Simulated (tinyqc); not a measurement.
# Decay of LO phonons and the hot-phonon bottleneck in the cooling of electrons, step by step

A worked calculation. Computed by tinyqc, a small Python program that keeps every step. Command: `OMP_NUM_THREADS=1 python tinyqc.py 3023385 3023386 out.jsonl hotphonon walk`. One thread of a shared host (Intel(R) Xeon(R) Processor @ 2.30GHz), about 0.01 s of CPU time with the checks. Intermediate numbers are printed to about 6 digits and carried at full precision; extremes and crossings named in words are read from the listed rows.

n(E, T) = 1/(exp(E/(k_B T)) - 1) is the Bose occupation. Electrons have a temperature T_e; the LO modes within their reach share one occupation N; the decay products stay at the lattice temperature.

Inputs (values chosen for the exercise, modelled on silicon carbide):
```
quantity                                             value    unit
LO energy hbar omega                                   120     meV
lifetime at T = 0, tau_0                               3.2      ps
share f of the energy in the softer product           0.36       -
lattice temperature T                                  250       K
electron mass m*                                     0.344     m_0
eps_inf                                               6.59       -
static dielectric constant eps_s                      9.67       -
electron density n                                 7.1e+17  1/cm^3
density of LO modes that the electrons reach, N_m  6.4e+18  1/cm^3
power supplied per electron P                          7.2      nW
step factor                                            0.8       -
```

Decay channel: two unequal phonons (Ridley).

Constants: k_B = 8.617333262e-05 eV/K; c = 299792458 m/s; e^2/(4 pi eps_0) = 14.39964548 eV angstrom; hbar^2/(2 m_0) = 3.80998212 eV angstrom^2; hbar = 6.582119569e-16 eV s; e = 1.602176634e-19 C; k_B = 1.380649e-23 J/K.

## Lifetime and Raman width

Decay rate 1/tau = (1/tau_0) [1 + n(f hbar omega) + n((1 - f) hbar omega)]. Full width Gamma = 1/(2 pi c tau) in 1/cm, c in cm/s.

thermal factor tau_0/tau = 1.18469

phonon lifetime tau = 2.70112 ps

Raman width Gamma = 1.96542 1/cm

equilibrium LO occupation N_0 = 0.00382441

Stimulated decay shortens the lifetime by 16 %.

## Spontaneous emission time

Froehlich coupling alpha = (e^2/(4 pi eps_0)) (1/eps_inf - 1/eps_s) k_0/(2 hbar omega), k_0 = sqrt(m* hbar omega/(hbar^2/(2 m_0))); emission time tau_sp = hbar/(2 alpha hbar omega); bottleneck ratio r = (n/N_m) tau/tau_sp.

alpha = 0.301848

emission time tau_sp = 9.08588 fs

bottleneck ratio r = 32.9804

r compares the rate at which electrons exchange quanta with a mode to its decay rate. Exchange outruns decay, so a hot population builds up if the power is high enough.

## Electron and phonon temperatures in closed form

Net emission per electron: [(N + 1) x - N]/tau_sp with x = exp(-hbar omega/(k_B T_e)), a simple two-level balance; steady state of the modes: n [(N + 1) x - N]/tau_sp = N_m (N - N_0)/tau; power per electron P = hbar omega [(N + 1) x - N]/tau_sp. With p = P tau_sp/(hbar omega): N = N_0 + r p and x = (p + N)/(N + 1); without hot phonons N = N_0. The mode temperature T_LO solves n(hbar omega, T_LO) = N.

reduced power p = 0.00340257

LO occupation N = 0.116043

electron temperature T_e = 623.149 K

T_e without hot phonons = 282.248 K

mode temperature T_LO = 615.193 K

Hot phonons raise T_e by 341 K. T_LO lies close to T_e: electrons and LO modes form one hot system, cooled only by the decay.

## The same balance by iteration

Eliminating N gives P(T_e) = (hbar omega/tau_sp) [(N_0 + 1) x - N_0]/[1 + r (1 - x)]. Newton steps on ln P against ln T_e, times the step factor, each limited to 0.7 in ln T_e and to keeping a fifth of T_e - T; start at 1.5 T; stop when |ln(P/P(T_e))| < 1e-9 or after 40 steps.

Iterations:
```
step  T_e (K)  P(T_e) (nW)  ln(P/P(T_e))
0     375.000      1.31789   1.69805e+00
1     507.460      4.03322   5.79516e-01
2     589.331      6.21479   1.47149e-01
3     615.593      6.97612   3.15887e-02
4     621.600      7.15393   6.41924e-03
5     622.837      7.19073   1.28806e-03
6     623.087      7.19814   2.57781e-04
7     623.136      7.19963   5.15630e-05
8     623.146      7.19993   1.03129e-05
9     623.148      7.19999   2.06259e-06
10    623.149      7.20000   4.12518e-07
11    623.149      7.20000   8.25035e-08
12    623.149      7.20000   1.65007e-08
13    623.149      7.20000   3.30014e-09
14    623.149      7.20000   6.60028e-10
```

converged (1 yes, 0 no) = 1

T_e from the iteration = 623.149 K

Converged at step 14.

## Energy relaxation with and without hot phonons

P(T_e) = (hbar omega/tau_sp) [(N_0 + 1) x - N_0]/[1 + r (1 - x)], and r = 0 without hot phonons; energy relaxation time tau_E = (3/2) k_B (T_e - T)/P.

Cooling:
```
T_e (K)  P, cold phonons (nW)  P, hot phonons (nW)    ratio  tau_E (ps)           N
280                   6.60604             0.195722  33.7522     3.17436  0.00687490
330                   23.1348             0.690683  33.4956     2.39876   0.0145893
400                   57.2579              1.73689  32.9657     1.78852   0.0308954
550                   160.794              5.12765  31.3582     1.21165   0.0837433
750                   323.663              11.2268  28.8294    0.922332    0.178804
1050                  555.815              22.0344  25.2249    0.751906    0.347249
1550                  856.888              41.6971  20.5503    0.645672    0.653710
2250                  1135.82              70.0288  16.2194    0.591463     1.09528
```

Reabsorption cuts the loss by a factor 33.8 at the lowest T_e and 16.2 at the highest; the factor is 1 + r (1 - x) with r = 33.0. tau_E runs from 3.2 to 0.59 ps, with its shortest value, 0.59 ps, at T_e = 2250 K, against tau_sp = 9.1 fs and a phonon lifetime of 2.7 ps. For r (1 - x) much above 1 the loss tends to hbar omega (N_m/n)(n(hbar omega, T_e) - N_0)/tau, in which tau_sp no longer appears. Pauli blocking is left out, as are upper valleys and non-parabolic bands, which can matter above about 1000 K.

Checks made by the program: iteration against the closed form (relative difference 3e-10).
